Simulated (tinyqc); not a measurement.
Gated graphene, quantum capacitance: effect of the insulator thickness.

phi is the Fermi level above the Dirac point, in volts; Vg is counted from the gate voltage of charge neutrality. Ideal linear bands, no charge puddles.

N0 = (2/pi)(kB T/(hbar vF))^2; n = N0 F1(phi/Vt), p = N0 F1(-phi/Vt), F1(e) = int_0^infinity u du/(1 + exp(u - e)) = -Li2(-exp(e)); Cq = q d(n - p)/dphi = (q N0/Vt) ln[2 (1 + cosh(phi/Vt))]. Cox = eps0 eox/tox; Vg = phi + q (n - p + Dit phi)/Cox. 1/C_G = 1/Cox + 1/(Cq + q Dit); dphi/dVg = Cox/(Cox + Cq + q Dit).

Parameters, values chosen for the exercise; values close to those of graphene: temperature T = 300 K; relative permittivity of the gate insulator (close to silicon dioxide) eox = 3.9; Fermi velocity vF = 1.11e6 m/s; density of traps Dit = 4.1e11 cm^-2 eV^-1; gate voltage Vg = 1.14 V.

Constants: q = 1.602176634e-19 C, kB = 1.380649e-23 J/K, hbar = 1.054571817e-34 J s, Vt = kB T/q, eps0 = 8.8541878128e-14 F/cm where lengths are in cm. Results are converted to the units shown.

Result of one run:
```
phi (V)  n - p (cm^-2)  Cq (uF/cm^2)  Cox (uF/cm^2)  C_G (uF/cm^2)  dphi/dVg  n + p (cm^-2)
0.61237      2.2493e13        11.701         6.9063         4.3520   0.36985      2.2493e13
```

Which insulator thickness tox gave this result: 0.5, 2.9, 5.2, 17 or 30 nm?

tox = 0.5 nm.

The whole series:
```
tox (nm)   phi (V)  n - p (cm^-2)  Cq (uF/cm^2)  Cox (uF/cm^2)  C_G (uF/cm^2)  dphi/dVg  n + p (cm^-2)
0.5        0.61237      2.2493e13        11.701         6.9063         4.3520   0.36985      2.2493e13
0.9        0.50098      1.5097e13        9.5727         3.8368         2.7444   0.28473      1.5097e13
1.6        0.40214      9.7744e12        7.6841         2.1582         1.6881   0.21783      9.7744e12
2.9        0.31399      6.0102e12        5.9997         1.1907        0.99534   0.16410      6.0102e12
5.2        0.24198      3.6229e12        4.6239        0.66406        0.58169   0.12404      3.6229e12
9.3        0.18360      2.1412e12        3.5091        0.37130        0.33637  0.094094      2.1413e12
17         0.13510      1.2186e12        2.5868        0.20313        0.18868  0.071133      1.2195e12
30        0.098631      7.0771e11        1.9062        0.11510        0.10876  0.055154      7.1120e11
```

As tox goes from 0.5 to 30, Cq falls from 11.7 to 1.91 uF/cm^2, C_G/Cox rises from 0.630 to 0.945 and n - p falls from 2.25e13 to 7.08e11 cm^-2. Cq exceeds Cox in every row, so the insulator is the tighter limit, though Cq still cuts C_G by up to 37 %. With the insulator thinned by a factor of 60.0, the charge grows only by 31.8 while Cox grows by 60.0. For tox = 0.5 the field in the insulator exceeds 10 MV/cm, beyond what real films hold.

Program tinyqc, `OMP_NUM_THREADS=1 python tinyqc.py 2200054 2200055 out.jsonl`; Intel Xeon 2.30GHz, shared host, one thread, about 0.01 s.
